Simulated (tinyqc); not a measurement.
Inside a calculation (part 2 of 2). Method: G0W0 on RHF in the sto-3g basis, for BeH2, spin multiplicity 1. Computed by tinyqc, a small Python program that keeps every step (integrals from PySCF). Command: `OMP_NUM_THREADS=1 python tinyqc.py 22992 22993 out.jsonl` (the two numbers bound the seeds that draw the settings). One thread of a shared host (Intel(R) Xeon(R) Processor @ 2.60GHz), about 0.09 s of CPU time with the checks.

Geometry (angstrom):

| atom | x | y | z |
|---|---|---|---|
| Be | 0.000000 | 0.000000 | 0.000000 |
| H | 0.000000 | 1.236000 | 0.069000 |
| H | 0.000000 | -1.236000 | 0.069000 |

## Screening: direct RPA

orbital energies (hartree): MO1 -4.517050, MO2 -0.473800, MO3 -0.440344, MO4 0.207696, MO5 0.208985, MO6 0.508706, MO7 1.068412

Two-electron integrals over orbitals (pq|rs), unique and non-zero (hartree):
```
(11|11) 2.271402    (21|11) -0.206571   (21|21) 0.028794    (22|11) 0.503460
(22|21) -0.007383   (22|22) 0.409573    (31|31) 0.006612    (32|31) 0.015879
(32|32) 0.165964    (33|11) 0.475157    (33|21) -0.003049   (33|22) 0.422870
(33|33) 0.445722    (41|11) 0.018845    (41|21) -0.002328   (41|22) 0.002023
(41|33) 0.001171    (41|41) 0.015878    (42|11) -0.006198   (42|21) 0.000905
(42|22) 0.005993    (42|33) 0.005202    (42|41) 0.015353    (42|42) 0.050513
(43|31) -0.000023   (43|32) 0.004934    (43|43) 0.015844    (44|11) 0.568683
(44|21) -0.008565   (44|22) 0.375663    (44|33) 0.364850    (44|41) -0.002582
(44|42) -0.011114   (44|44) 0.450924    (51|51) 0.015768    (52|51) 0.015517
(52|52) 0.050612    (53|53) 0.015604    (54|51) -0.001612   (54|52) -0.004199
(54|54) 0.024581    (55|11) 0.569166    (55|21) -0.008495   (55|22) 0.376308
(55|33) 0.365101    (55|41) 0.000611    (55|42) -0.002818   (55|44) 0.401239
(55|55) 0.449859    (61|11) -0.169419   (61|21) 0.024341    (61|22) -0.007007
(61|33) -0.004599   (61|41) -0.000713   (61|42) 0.001755    (61|44) -0.004386
(61|55) -0.004062   (61|61) 0.021024    (62|11) 0.097300    (62|21) -0.006855
(62|22) -0.029264   (62|33) -0.051726   (62|41) 0.001636    (62|42) -0.000806
(62|44) 0.043976    (62|55) 0.044981    (62|61) -0.002828   (62|62) 0.075759
(63|31) -0.004016   (63|32) -0.096525   (63|43) -0.004014   (63|63) 0.082913
(64|11) 0.007437    (64|21) 0.000213    (64|22) 0.002594    (64|33) -0.000528
(64|41) 0.015843    (64|42) 0.046232    (64|44) -0.003767   (64|55) 0.002141
(64|61) 0.001611    (64|62) 0.008822    (64|64) 0.049645    (65|51) 0.016172
(65|52) 0.047492    (65|54) -0.003042   (65|65) 0.050864    (66|11) 0.480516
(66|21) -0.006204   (66|22) 0.406443    (66|33) 0.416922    (66|41) 0.003980
(66|42) 0.012567    (66|44) 0.371286    (66|55) 0.372966    (66|61) -0.005189
(66|62) -0.038129   (66|64) 0.008215    (66|66) 0.421166    (71|31) 0.011993
(71|32) 0.021368    (71|43) -0.000389   (71|63) -0.003314   (71|71) 0.022407
(72|31) 0.002781    (72|32) -0.047024   (72|43) -0.005416   (72|63) 0.060872
(72|71) 0.006591    (72|72) 0.056482    (73|11) 0.132499    (73|21) -0.005682
(73|22) -0.010213   (73|33) -0.024752   (73|41) -0.000546   (73|42) -0.008070
(73|44) 0.053531    (73|55) 0.053311    (73|61) -0.002958   (73|62) 0.070332
(73|64) 0.002252    (73|66) -0.031031   (73|73) 0.080545    (74|31) -0.001610
(74|32) -0.013782   (74|43) 0.013559    (74|63) 0.007890    (74|71) -0.002531
(74|72) 0.001819    (74|74) 0.017572    (75|53) 0.013884    (75|75) 0.016228
(76|31) 0.011979    (76|32) 0.142974    (76|43) 0.005770    (76|63) -0.097228
(76|71) 0.015917    (76|72) -0.059588   (76|74) -0.011854   (76|76) 0.141252
(77|11) 0.588631    (77|21) -0.009708   (77|22) 0.439895    (77|33) 0.459418
(77|41) 0.000304    (77|42) 0.000864    (77|44) 0.396706    (77|55) 0.396154
(77|61) -0.009178   (77|62) -0.045703   (77|64) -0.004016   (77|66) 0.445766
(77|73) -0.019412   (77|77) 0.502981
```

With D = e_a - e_i and K = (ia|jb): diagonalise D^(1/2) (D + 4K) D^(1/2) = Z w^2 Z^T; X + Y = D^(1/2) Z w^(-1/2), each column of Z with its largest component positive (the first on a tie); E_c = (sum w - tr (D + 2K)) / 2.

D^(1/2) (D + 4K) D^(1/2) (hartree^2):
```
           1>4        1>5        1>6        1>7        2>4       2>5        2>6        2>7
1>4  22.623309   0.000000  -0.013893   0.000000   0.110200  0.000000   0.014099   0.000000
1>5   0.000000  22.633486   0.000000   0.000000   0.000000  0.111494   0.000000   0.000000
1>6  -0.013893   0.000000  25.680877   0.000000   0.012991  0.000000  -0.025141   0.000000
1>7   0.000000   0.000000   0.000000  31.698000   0.000000  0.000000   0.000000   0.077377
2>4   0.110200   0.000000   0.012991   0.000000   0.602137  0.000000  -0.002637   0.000000
2>5   0.000000   0.111494   0.000000   0.000000   0.000000  0.604424   0.000000   0.000000
2>6   0.014099   0.000000  -0.025141   0.000000  -0.002637  0.000000   1.263055   0.000000
2>7   0.000000   0.000000   0.000000   0.077377   0.000000  0.000000   0.000000   2.726848
3>4   0.000000   0.000000   0.000000  -0.002959   0.000000  0.000000   0.000000  -0.021659
3>5   0.000000   0.000000   0.000000   0.000000   0.000000  0.000000   0.000000   0.000000
3>6   0.000000   0.000000   0.000000  -0.030522   0.000000  0.000000   0.000000   0.294572
3>7  -0.005831   0.000000  -0.032584   0.000000  -0.032731  0.000000   0.342525   0.000000

           3>4       3>5        3>6        3>7
1>4   0.000000  0.000000   0.000000  -0.005831
1>5   0.000000  0.000000   0.000000   0.000000
1>6   0.000000  0.000000   0.000000  -0.032584
1>7  -0.002959  0.000000  -0.030522   0.000000
2>4   0.000000  0.000000   0.000000  -0.032731
2>5   0.000000  0.000000   0.000000   0.000000
2>6   0.000000  0.000000   0.000000   0.342525
2>7  -0.021659  0.000000   0.294572   0.000000
3>4   0.461025  0.000000  -0.012592   0.000000
3>5   0.000000  0.462156   0.000000   0.000000
3>6  -0.012592  0.000000   1.215449   0.000000
3>7   0.000000  0.000000   0.000000   2.762435
```

excitation energies w (hartree): 0.678737  0.679821  0.775290  0.777084  1.077080  1.090193  1.668023  1.684455  4.756449  4.757526  5.067644  5.630119

X + Y:
```
            1         2          3          4          5          6          7          8
1>4  0.000000  0.000000  -0.012335   0.000000   0.000000  -0.001536   0.000000   0.000366
1>5  0.000000  0.000000   0.000000  -0.012481   0.000000   0.000000   0.000000   0.000000
1>6  0.000000  0.000000  -0.001284   0.000000   0.000000   0.001537   0.000000   0.002826
1>7  0.000255  0.000000   0.000000   0.000000   0.003301   0.000000  -0.004457   0.000000
2>4  0.000000  0.000000   0.937425   0.000000   0.000000   0.005806   0.000000  -0.009247
2>5  0.000000  0.000000   0.000000   0.937352   0.000000   0.000000   0.000000   0.000000
2>6  0.000000  0.000000  -0.004603   0.000000   0.000000   0.927622   0.000000   0.162347
2>7  0.011726  0.000000   0.000000   0.000000  -0.221363   0.000000   0.944919   0.000000
3>4  0.977004  0.000000   0.000000   0.000000  -0.009288   0.000000  -0.006339   0.000000
3>5  0.000000  0.977317   0.000000   0.000000   0.000000   0.000000   0.000000   0.000000
3>6  0.016139  0.000000   0.000000   0.000000   0.922415   0.000000   0.139455   0.000000
3>7  0.000000  0.000000   0.021997   0.000000   0.000000  -0.249970   0.000000   0.924678

             9        10         11         12
1>4   0.996639  0.000000  -0.004372   0.000000
1>5   0.000000  0.996672   0.000000   0.000000
1>6   0.004652  0.000000   0.995847   0.000000
1>7   0.000000  0.000000   0.000000   0.996022
2>4   0.001895  0.000000   0.000183   0.000000
2>5   0.000000  0.001917   0.000000   0.000000
2>6   0.000295  0.000000  -0.000463   0.000000
2>7   0.000000  0.000000   0.000000   0.001393
3>4   0.000000  0.000000   0.000000  -0.000033
3>5   0.000000  0.000000   0.000000   0.000000
3>6   0.000000  0.000000   0.000000  -0.000401
3>7  -0.000168  0.000000  -0.000784   0.000000
```

RPA correlation energy = -0.03522616 hartree

## G0W0 on Hartree-Fock: HOMO

W(p,q,m) = sqrt2 sum_ia (pq|ia) (X+Y)_ia,m; Sigma_c(x) = sum_(i,m) W^2/(x - e_i + w_m) + sum_(a,m) W^2/(x - e_a - w_m); solve x = e_p + Sigma_c(x) by Newton steps; Z = 1/(1 - dSigma/dx); 1 hartree = 27.211386 eV.

The 12 largest terms at x = e_p (hartree; W for the signs of X + Y given):

| q | m | W | term |
|---|---|---|---|
| 2 | 5 | -0.111160 | 0.011127 |
| 7 | 8 | 0.121569 | -0.004628 |
| 2 | 7 | -0.082055 | 0.003957 |
| 6 | 5 | 0.089140 | -0.003922 |
| 6 | 7 | 0.097753 | -0.003651 |
| 3 | 6 | -0.059077 | 0.003201 |
| 7 | 6 | 0.063721 | -0.001562 |
| 3 | 8 | -0.044330 | 0.001167 |
| 4 | 1 | 0.021709 | -0.000355 |
| 5 | 2 | 0.021566 | -0.000350 |
| 2 | 12 | 0.030060 | 0.000160 |
| 3 | 3 | 0.006451 | 0.000054 |

Newton steps (hartree):

| step | x | Sigma_c(x) | Z |
|---|---|---|---|
| 0 | -0.440344 | 0.005184 | 0.978422 |
| 1 | -0.435272 | 0.005072 | 0.978528 |
| 2 | -0.435272 | 0.005072 | 0.978528 |

quasiparticle energy of the HOMO = -11.844353 eV

Hartree-Fock value = -11.982368 eV

## G0W0 on Hartree-Fock: LUMO

As before.

The 12 largest terms at x = e_p (hartree; W for the signs of X + Y given):

| q | m | W | term |
|---|---|---|---|
| 4 | 8 | 0.080225 | -0.003821 |
| 6 | 3 | 0.061024 | -0.003460 |
| 2 | 3 | 0.066450 | 0.003031 |
| 4 | 6 | 0.038672 | -0.001372 |
| 3 | 1 | 0.021709 | 0.000355 |
| 7 | 1 | 0.018944 | -0.000233 |
| 4 | 3 | -0.013302 | -0.000228 |
| 6 | 9 | 0.022468 | -0.000100 |
| 6 | 6 | 0.011126 | -0.000089 |
| 2 | 9 | 0.021788 | 0.000087 |
| 1 | 3 | 0.020051 | 0.000073 |
| 2 | 8 | -0.011383 | 0.000055 |

Newton steps (hartree):

| step | x | Sigma_c(x) | Z |
|---|---|---|---|
| 0 | 0.207696 | -0.005723 | 0.990314 |
| 1 | 0.202029 | -0.005667 | 0.990362 |
| 2 | 0.202029 | -0.005667 | 0.990362 |

quasiparticle energy of the LUMO = 5.497480 eV

Hartree-Fock value = 5.651701 eV
